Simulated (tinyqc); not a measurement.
Length of a molecular wire: coherent transport through a tight-binding bridge. Computed by the program tinyqc. Command: `OMP_NUM_THREADS=1 python tinyqc.py 112286 112287 out.jsonl`; one thread of a shared host (Intel(R) Xeon(R) Processor @ 2.60GHz), about 0.8 s.

A uniform bridge between two chains:
```
parameter                        value
site energy (eV)              1.760000
hopping in the bridge (eV)    0.840000
lead hopping (eV)             1.700000
couplings (eV)              0.51, 0.86
E (eV)                        0.400000
```

T = Gamma_L Gamma_R |G_1n|^2 with the self-energies of semi-infinite chains.

Transmission against length:
```
sites           T    ln T
2      9.1154e-02  -2.395
3      1.5942e-01  -1.836
4      6.8435e-01  -0.379
5      3.1549e-01  -1.154
6      1.1059e-01  -2.202
7      9.1049e-02  -2.396
8      1.5833e-01  -1.843
9      6.7774e-01  -0.389
10     3.1894e-01  -1.143
```

E lies inside the band of the bridge (|E - e|/2h = 0.810 < 1): T does not decay but oscillates with length, between 0.091 and 0.684 here, as levels of the bridge pass E.
